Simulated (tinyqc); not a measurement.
# Worked calculation: disorder broadening of a one-dimensional band in the self-consistent Born approximation

Program tinyqc, `OMP_NUM_THREADS=1 python tinyqc.py 2720130 2720131 out.jsonl`; Intel Xeon 2.30GHz, shared host, one thread, about 0.02 s. Printed values are rounded.

The local Green function is G = g0(z - Sigma) with z = E + i eta and g0(z) = 1/(sqrt(z - 2t) sqrt(z + 2t)), principal roots; the self-energy is Sigma = D G. The density of states is -Im G/pi.

Inputs (values chosen for the exercise):
```
symbol,value,unit,meaning
t,1,eV,hopping
D,0.16,eV^2,variance of the random site energy
eta,0.01,eV,bare broadening
E,-0.319,eV,energy from the band centre
mix,1,,mixing
```

Constants: q = 1.602176634e-19 C, hbar = 1.054571817e-34 J s. Results are converted to the units shown.

Range of the model: The self-consistent Born approximation misses band tails from rare fluctuations and localisation.

## Iteration 1: Born step

Sigma at the start = 0.00000+0.00000i eV

G = g0(z - Sigma), Sigma(out) = D G, Sigma(new) = Sigma + mix (Sigma(out) - Sigma).

G = -0.000414-0.506477i 1/eV
Sigma(out) = -0.0000663-0.0810363i eV
Sigma after iteration 1 = -0.0000663-0.0810363i eV

Sigma(out) of this first step, from Sigma = 0, is the plain (first) Born approximation.

## Iteration 2: Born step

As before.

G = -0.003760-0.505902i 1/eV
Sigma(out) = -0.0006016-0.0809443i eV
Sigma after iteration 2 = -0.0006016-0.0809443i eV

## Iteration 3: Born step

As before.

G = -0.003749-0.505881i 1/eV
Sigma(out) = -0.0005999-0.0809410i eV
Sigma after iteration 3 = -0.0005999-0.0809410i eV

## Course of the iteration

Stop when |Sigma(out) - Sigma| is below 1e-10 eV, or after 300 iterations; the start is Sigma = 0.

Course of the iteration:
```
iteration  Re Sigma (1e-4 eV)  Im Sigma (eV)  |Sigma(out) - Sigma| (eV)
1                    -0.66312     -0.0810363                     0.0810
2                    -6.01564     -0.0809443                    5.43e-4
3                    -5.99873     -0.0809410                    3.73e-6
4                    -5.99855     -0.0809410                    2.56e-8
5                    -5.99855     -0.0809410                   1.75e-10
6                    -5.99855     -0.0809410                   1.20e-12
```

Converged in 6 iterations. At the solution d Sigma(out)/d Sigma = -0.00203-0.007i, so the error shrinks by |1 - mix + mix times that| = 0.00686 a step.

## Density of states and lifetime

converged Sigma = -0.0005999-0.0809410i eV

G = Sigma/D, density of states -Im G/pi, lifetime hbar/(2 |Im Sigma|); without disorder the density of states is -Im g0(z)/pi.

density of states = 0.161027 1/eV
lifetime = 4.06600 fs
density of states without disorder = 0.161217 1/eV

Disorder makes the density of states at this energy 0.12 % below the clean value.
